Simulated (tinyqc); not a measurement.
Thinning the film: dielectric confinement in a thin film (image charges).

A film |z| < t/2 of dielectric constant eps between half-spaces of dielectric constant e2; lam = (eps - e2)/(eps + e2), q = e^2/(4 pi eps0). The self-energy of a band edge is taken with the high-frequency value, e2 = eh, and the field of a fixed ion with the static one, e2 = eo. A charge at z has images lam^|n| at n t + (-1)^n z. Its self-energy is S(z) = (q/2 eps) sum over n >= 1 of lam^n [1/(n t - 2z) + 1/(n t + 2z)] for odd n and 2 lam^n/(n t) for even n; at the centre S(0) = -(q/(eps t)) ln(1 - lam).

Donor at the centre, lam from the static eo, trial function cos(pi z/t) exp(-rho/l): E(l) = c/(m l^2) - (q/eps) times the integral over k of F(k t) (1 + (k l/2)^2)^(-3/2), with F(x) = F0 + 2 lam exp(-x) G/(1 - lam exp(-x)), F0 = 2[(1 - exp(-x/2))/x + x (1 + exp(-x/2))/(x^2 + 4 pi^2)], G = 2 sinh(x/2)[1/x - x/(x^2 + 4 pi^2)]; c = hbar^2/2m0. The binding energy is -E at the minimum, counted from the subband edge with its self-energy.

Constants: e^2/(4 pi eps0) = 14.39964547 eV angstrom; hbar^2/2m0 = 3.80998211 eV angstrom^2; Ry = 13.60569312 eV.

Inputs chosen for the exercise (near those of a Ge film between layers of SiO2; not measured data):
```
symbol  value                          unit      meaning
eps     16.3                                     dielectric constant of the film
eh      2.1                                      high-frequency dielectric constant outside
eo      3.8                                      static dielectric constant outside
m       0.154                          m0        mass in the plane
mz      0.115                          m0        mass across the film
ts      (12, 18, 26, 38, 55, 80, 120)  angstrom  thicknesses
```

<S> is the mean over (2/t) cos^2(pi z/t); confinement c (pi/t)^2/mz; donor binding with and without images.

Results:
```
t (angstrom)  <S> (meV)  confinement (meV)  binding, no images (meV)  binding (meV)  l (angstrom)
12                121.4             2270.7                      26.2          113.7          22.1
18                 80.9             1009.2                      24.4           90.2          25.7
26                 56.0              483.7                      22.6           72.5          29.5
38                 38.3              226.4                      20.5           57.3          34.0
55                 26.5              108.1                      18.3           45.3          39.1
120                12.1               22.7                      13.6           27.1          52.9
```

Give the missing row, t (angstrom) = 80.

Computed row:
```
t (angstrom)  <S> (meV)  confinement (meV)  binding, no images (meV)  binding (meV)  l (angstrom)
80                 18.2               51.1                      16.1           35.5          45.2
```

Between 120 and 12 angstrom the binding goes from 27.1 to 113.7 meV; quantum confinement alone would take it from 13.6 to 26.2, so the images supply +13.5 and +87.5 meV. |<S>| goes as 1/t and exceeds the confinement energy beyond 224 angstrom. Hard-wall energies above 300 meV (up to t = 26 angstrom) overstate the confinement: walls are finite and valleys non-parabolic.

Program tinyqc; command `OMP_NUM_THREADS=1 python tinyqc.py 1281885 1281886 out.jsonl`; about 0.1 s on one thread of a shared Intel(R) Xeon(R) Processor @ 2.30GHz.
